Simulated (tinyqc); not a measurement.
Modulation-doped quantum well, Poisson-Schroedinger loop with local exchange and correlation: two steps of the calculation.

A well of width L centred at z = 0 between barriers Vb; effective-mass electrons in two equivalent valleys, parabolic bands. The electrons come from donor sheets outside the mesh, a share fL of Ns on the left and the rest on the right, so the structure is neutral. Energies are counted from the band edge of the well, with U = 0 on the first node in the Hartree part.

Parameters, values chosen for the exercise; material values those of a made-up well:

| symbol | value | unit | meaning |
|---|---|---|---|
| md | 0.209 | m0 | in-plane mass |
| eps_r | 12 |  | relative permittivity (all layers) |
| hz | 0.7 | nm | mesh step |
| Ns | 7.5e11 | cm^-2 | sheet density of electrons |
| fL | 0.7 |  | share of the donors on the left side |
| a | 0.5 |  | mixing factor |

Constants: q = 1.602176634e-19 C, hbar = 1.054571817e-34 J s, m0 = 9.1093837015e-31 kg, eps0 = 8.8541878128e-14 F/cm where lengths are in cm, hbar^2/(2 m0) = 0.0380998212 eV nm^2. Results are converted to the units shown.

Question 1. Levels and probability densities. Tridiagonal Hamiltonian with psi = 0 one step beyond both ends: H_ii = C (1/m_(i-1/2) + 1/m_(i+1/2))/hz^2 + V0_i + U_i, H_(i,i+1) = -C/(m_(i+1/2) hz^2), C = hbar^2/(2 m0). The lowest 3 level(s) are kept, normalised to hz sum |psi|^2 = 1.

fixed potential V0, node 1 to 17 (eV): [0.20400000, 0.20400000, 0.20400000, 0.00000000, 0.00000000, 0.00000000, 0.00000000, 0.00000000, 0.00000000, 0.00000000, 0.00000000, 0.00000000, 0.00000000, 0.00000000, 0.20400000, 0.20400000, 0.20400000]
self-consistent potential U at the start, node 1 to 17 (eV): [0, 0, 0, 0, 0, 0, 0, 0, 0, 0, 0, 0, 0, 0, 0, 0, 0]
mass on the intervals 1/2, 3/2, ... (mean of both at an interface) (m0): [0.999, 0.999, 0.999, 0.9915, 0.984, 0.984, 0.984, 0.984, 0.984, 0.984, 0.984, 0.984, 0.984, 0.984, 0.9915, 0.999, 0.999, 0.999]

Give: levels; |psi|^2 of E1; |psi|^2 of E2; |psi|^2 of E3.

Answer 1.

levels (eV): E1 0.004878, E2 0.019225, E3 0.042194
|psi|^2 of E1, node 1 to 17 (1/nm): [0.00000, 0.00007, 0.00125, 0.02315, 0.06690, 0.12193, 0.17486, 0.21283, 0.22660, 0.21283, 0.17486, 0.12193, 0.06690, 0.02315, 0.00125, 0.00007, 0.00000]
|psi|^2 of E2, node 1 to 17 (1/nm): [0.00001, 0.00029, 0.00492, 0.08301, 0.18868, 0.22557, 0.15997, 0.05184, 0.00000, 0.05184, 0.15997, 0.22557, 0.18868, 0.08301, 0.00492, 0.00029, 0.00001]
|psi|^2 of E3, node 1 to 17 (1/nm): [0.00004, 0.00073, 0.01076, 0.15509, 0.22225, 0.08839, 0.00127, 0.12212, 0.22728, 0.12212, 0.00127, 0.08839, 0.22225, 0.15509, 0.01076, 0.00073, 0.00004]

Question 2. Density, output potential and mixing. n_i = sum_k N_k |psi_k|^2 (converted to cm^-3). Hartree part by Gauss: on the interval after node i the enclosed sheet charge is S_i = fL Ns - hz sum_(j<=i) n_j, and U_(i+1) = U_i + q S_i hz/(eps0 eps_r) in eV, U_1 = 0. Added to it: V_xc = -(2 Ry/(pi al rs)) [1 + 0.7734 (rs/21) ln(1 + 21/rs)] (Hedin-Lundqvist), al = (4/(9 pi))^(1/3), rs = (3/(4 pi n))^(1/3)/aB, aB = 4 pi eps0 eps_r hbar^2/(md m0 q^2), Ry = q/(8 pi eps0 eps_r aB) in eV. Mixing: U(new) = U + a (U(out) - U).

z, node 1 to 17 (nm): [-5.6, -4.9, -4.2, -3.5, -2.8, -2.1, -1.4, -0.7, 0, 0.7, 1.4, 2.1, 2.8, 3.5, 4.2, 4.9, 5.6]
N_k (cm^-2): E1 5.2248383e11, E2 1.9365093e11, E3 3.3865238e10
U after round 1, node 1 to 17 (eV): [-0.000380745, 0.001831619, 0.003364341, 0.003292536, 0.004458153, 0.006112334, 0.007816419, 0.009242910, 0.010252056, 0.010826234, 0.010983066, 0.010862305, 0.010791448, 0.011209155, 0.012864283, 0.012914885, 0.012285845]
|psi|^2 of E1, node 1 to 17 (1/nm): [0.00000659, 0.00012984, 0.00233433, 0.04166877, 0.10974264, 0.17530310, 0.21591304, 0.22530325, 0.20837148, 0.17390720, 0.13043923, 0.08515705, 0.04457381, 0.01489286, 0.00078555, 0.00004075, 0.00000193]
|psi|^2 of E2, node 1 to 17 (1/nm): [0.00001911, 0.00034673, 0.00569709, 0.09290616, 0.19195887, 0.19573693, 0.10606408, 0.01609178, 0.01033207, 0.09465695, 0.20058210, 0.24319118, 0.18762250, 0.07857442, 0.00452254, 0.00025583, 0.00001308]
|psi|^2 of E3, node 1 to 17 (1/nm): [0.00005266, 0.00082761, 0.01157944, 0.16062851, 0.20352681, 0.05631817, 0.01221243, 0.15865733, 0.22752619, 0.09692603, 0.00013358, 0.10799834, 0.23030199, 0.15101625, 0.01015653, 0.00067021, 0.00003935]

Wanted: n; U(out); U after round 2.

Answer 2.

n, node 1 to 17 (in units of 1e18 cm^-3): [0.0001, 0.0016, 0.0272, 0.4520, 1.0140, 1.3140, 1.3376, 1.2621, 1.1858, 1.1248, 1.0700, 0.9524, 0.6742, 0.2811, 0.0163, 0.0009, 0.0000]
U(out), node 1 to 17 (eV): [-0.000864, 0.003446, 0.006279, 0.005592, 0.007760, 0.011055, 0.014440, 0.017183, 0.019008, 0.019910, 0.019964, 0.019503, 0.019204, 0.019899, 0.022960, 0.022948, 0.021632]
U after round 2, node 1 to 17 (eV): [-0.000622, 0.002639, 0.004821, 0.004442, 0.006109, 0.008584, 0.011128, 0.013213, 0.014630, 0.015368, 0.015474, 0.015182, 0.014998, 0.015554, 0.017912, 0.017931, 0.016959]

tinyqc, about 0.3 s, one thread, Intel Xeon 2.30GHz (shared host): `OMP_NUM_THREADS=1 python tinyqc.py 2140149 2140150 out.jsonl`
